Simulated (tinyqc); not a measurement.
# Short-channel transistor, virtual-source model with series resistance: several studies

The current per gate width is the charge at the top of the source barrier (the virtual source) times its velocity times a saturation function; al and be are fitting constants of the model. Units: I in uA/um, Rs in ohm um, so I Rs = 1e-6 I Rs in volts; Q in uC/cm^2, so I = 1e-4 Q vx0 Fsat with vx0 in cm/s.

Parameters, values chosen for the exercise: temperature T = 300 K; inversion capacitance Cinv = 2.61 uF/cm^2; velocity at the virtual source vx0 = 1.22e7 cm/s; apparent mobility mu = 84 cm^2/(V s); channel length L = 16 nm; threshold at zero drain voltage VT0 = 0.36 V; drain-induced barrier lowering dl = 0.155 V/V; subthreshold factor n0 = 1.28; growth of n with drain voltage nd = 0 1/V; threshold shift (in units of Vt) from weak to strong inversion al = 3.5; sharpness of saturation be = 2; series resistance of each contact Rs = 50 ohm um.

Constants: q = 1.602176634e-19 C, kB = 1.380649e-23 J/K, Vt = kB T/q. Results are converted to the units shown.

Each table varies one quantity; the others keep the values above.

## Effect of the threshold at zero drain voltage on the on and off currents

Intrinsic voltages Vg' = Vgs - I Rs, Vd' = Vds - 2 I Rs. n = n0 + nd Vd', VT = VT0 - dl Vd', Ff = 1/(1 + exp((Vg' - VT + al Vt/2)/(al Vt))), Q = Cinv n Vt ln(1 + exp((Vg' - VT + al Vt Ff)/(n Vt))), Vdsat = (vx0 L/mu)(1 - Ff) + Vt Ff, Fsat = u/(1 + u^be)^(1/be) with u = Vd'/Vdsat, and I = Q vx0 Fsat per width. I is solved self-consistently. Ion is I at Vgs = Vds = 0.6 V, Ioff at Vgs = 0, Vds = 0.6 V, and Rlin = Vds/I at Vgs = 0.6 V, Vds = 0.05 V.

Results:
```
VT0 (V)	Ion (uA/um)	Ioff (nA/um)	log10(Ion/Ioff)	Rlin (ohm um)
0.15	1307	5.514e4	1.375	264.5
0.2	1192	2.192e4	1.736	284.4
0.25	1077	7225	2.173	309.3
0.3	960.8	2068	2.667	341.2
0.35	844.7	537.3	3.196	383.1
0.45	614.1	30.72	4.301	519.7
0.5	501.3	7.025	4.853	639.0
```

Estimate the missing row, VT0 = 0.4 V.

Computed row:
```
VT0 (V)	Ion (uA/um)	Ioff (nA/um)	log10(Ion/Ioff)	Rlin (ohm um)
0.4	728.9	131.1	3.745	439.8
```

With this row back in the table: As VT0 goes from 0.15 to 0.5 V, Ion falls from 1310 to 501 uA/um, Ioff falls from 55100 to 7.02 nA/um and Rlin rises from 265 to 639 ohm um. Ion changes by a factor of 0.384 and Ioff by 1.27e-4. The off current depends on it through an exponential, the on current about linearly. For VT0 = 0.15 to 0.3 V the off current passes 1 uA/um, so the device is hardly off at Vgs = 0.

## Transfer curves at low and high drain voltage

Same model as above.

Columns for Vds = 0.05 V and 0.6 V; gm = dI/dVgs at 0.6 V.

Transfer curves at low and high drain voltage:
```
Vgs (V)	I, low Vds (uA/um)	I, high Vds (uA/um)	gm (uS/um)
0	0.029624	0.40692	11.360
0.07	0.20776	2.6799	68.924
0.15	1.5527	17.795	377.14
0.22	6.6633	64.683	1005.3
0.3	22.721	175.33	1709.1
0.38	49.115	328.48	2070.5
0.45	74.617	479.08	2215.4
0.53	103.26	659.86	2293.1
0.6	127.20	821.47	2319.4
```

At Vds = 0.6 V the current spans 3.3 decades, from 0.407 to 821 uA/um. Between the first two rows the swing is 85.5 mV a decade, against n Vt ln 10 = 76.2. At Vgs = 0 the higher drain voltage raises the current by a factor of 13.7, at Vgs = 0.6 V by 6.46. The transconductance rises from 11.4 to 2320 uS/um; Cinv vx0, its value in strong inversion and saturation without series resistance, is 3180 uS/um.

## Supply voltage at a fixed off current

For each supply Vdd, VT0 is set so that I(Vgs = 0, Vds = Vdd) = 1 nA/um; Ion = I(Vdd, Vdd); C = Cinv L + 0.57 fF/um of parasitic capacitance; delay C Vdd/Ion, energy C Vdd^2.

Supply voltage at a fixed off current:
```
Vdd (V)	VT0 (V)	Ion (uA/um)	delay (ps)	energy (fJ/um)
0.4	0.53430	41.644	9.4861	0.15802
0.5	0.54983	163.92	3.0124	0.24690
0.6	0.56535	359.12	1.6500	0.35554
0.7	0.58086	589.25	1.1732	0.48392
0.8	0.59636	836.39	0.94464	0.63206
0.9	0.61187	1092.0	0.81392	0.79996
1	0.62737	1351.9	0.73052	0.98760
1.1	0.64287	1613.9	0.67314	1.1950
```

What does the table show?

The VT0 needed rises from 0.534 to 0.643 V and Ion rises from 41.6 to 1610 uA/um. The delay falls from 9.49 to 0.673 ps, while the energy grows as Vdd^2. Going from 0.4 to 0.5 V changes the delay by -68 %, going from 1 to 1.1 V by -7.9 %.

Computed by the program tinyqc: `OMP_NUM_THREADS=1 python tinyqc.py 2380024 2380025 out.jsonl`, one thread of a shared Intel Xeon 2.30GHz, about 0.03 s for the whole run.
